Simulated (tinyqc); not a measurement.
One share for all, or one for each: linear model of a band gap against the share of exact exchange.

E(alpha) = E0 + S alpha. A wider gap screens less, modelled in the Penn form eps(alpha) = 1 + (e0 - 1)(EP/(EP + S alpha))^2 with a scale EP chosen for the exercise. A dielectric-dependent hybrid takes alpha = 1/eps.

Errors of the gap (eV) against each target; e0, EP, S and the gaps are values chosen for the exercise.

Results:
```
case          E0 (eV)  S (eV)     e0  EP (eV)  target Et (eV)  alpha needed  error, alpha = 0  error, 0.25  error, self-consistent
like HfO2        4.05    8.47   4.95     16.7            5.90         0.218             -1.85         0.27                    0.20
like GaN         1.94    7.13   5.88     20.0            3.56         0.227             -1.62         0.16                   -0.27
like diamond     4.11    6.86   6.50     26.2            5.45         0.195             -1.34         0.38                   -0.21
like SiO2        5.79    9.91   2.39     29.5            8.95         0.319             -3.16        -0.68                    1.74
like Ge          0.08    5.16  17.60      9.0            0.73         0.126             -0.65         0.64                   -0.34
like SiC         2.28    6.47   7.46     17.1            3.28         0.155             -1.00         0.62                   -0.05
like MgO         4.80   10.04   3.21     27.0            7.66         0.285             -2.86        -0.35                    0.85
```

What can be read from this table?

Mean absolute errors: 1.78, 0.44 and 0.52 eV for alpha = 0, 0.25 and the self-consistent value. A fixed quarter overshoots for HfO2, GaN, diamond, Ge and SiC and falls short for SiO2 and MgO; the alpha needed runs between 0.126 and 0.319 and its correlation with 1/e0 over these cases is 0.97.

tinyqc: `OMP_NUM_THREADS=1 python tinyqc.py 1880231 1880232 out.jsonl`; about 0.01 s, one thread, shared Intel(R) Xeon(R) Processor @ 2.30GHz.
